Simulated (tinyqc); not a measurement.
Raising U: Hubbard ring of 6 sites, mean field against exact. Computed by the program tinyqc. Collinear unrestricted mean field (the lowest of 40 random starts) against exact diagonalisation.

one-body matrix (hopping and site energies) (eV):
```
         1        2        3        4        5        6
1   0.2300  -1.7900   0.0000   0.0000   0.0000  -1.7900
2  -1.7900  -0.3200  -1.7900   0.0000   0.0000   0.0000
3   0.0000  -1.7900  -0.2100  -1.7900   0.0000   0.0000
4   0.0000   0.0000  -1.7900  -0.2500  -1.7900   0.0000
5   0.0000   0.0000   0.0000  -1.7900  -0.1900  -1.7900
6  -1.7900   0.0000   0.0000   0.0000  -1.7900   0.4200
```

electrons, up and down: 3  2

Exact and mean-field results (eV):
```
U            U/t     E exact  E mean field  mean |n_up - n_down|  double occupancy, exact  first gap in the sector
0.9000    0.5028  -12.091289    -12.054244                0.1738                   0.1543                   0.2121
1.7900    1.0000  -11.309088    -11.163117                0.1876                   0.1388                   0.1869
3.5800    2.0000   -9.978088     -9.413810                0.2458                   0.1097                   0.1435
5.3700    3.0000   -8.937791     -7.780101                0.3684                   0.0849                   0.1105
7.1600    4.0000   -8.135678     -6.674078                0.6238                   0.0653                   0.0866
10.7400   6.0000   -7.035461     -5.499763                0.7455                   0.0397                   0.0574
14.3200   8.0000   -6.348811     -4.900322                0.7851                   0.0256                   0.0418
21.4800  12.0000   -5.569950     -4.297590                0.8123                   0.0127                   0.0265
35.8000  20.0000   -4.890137     -3.761948                0.8297                   0.0049                   0.0151
```

What does the comparison show, and why?

In absolute terms mean field is worst at U/t = 6.0, 1.536 eV too high: at small U it is nearly exact, and at large U it still misses the motion of the hole through a fluctuating spin background. Relative to the exact energy its error is 0.3 % at the smallest U, 23 % at most and 23 % at the largest. The double occupancy falls from 0.154 to 0.005.
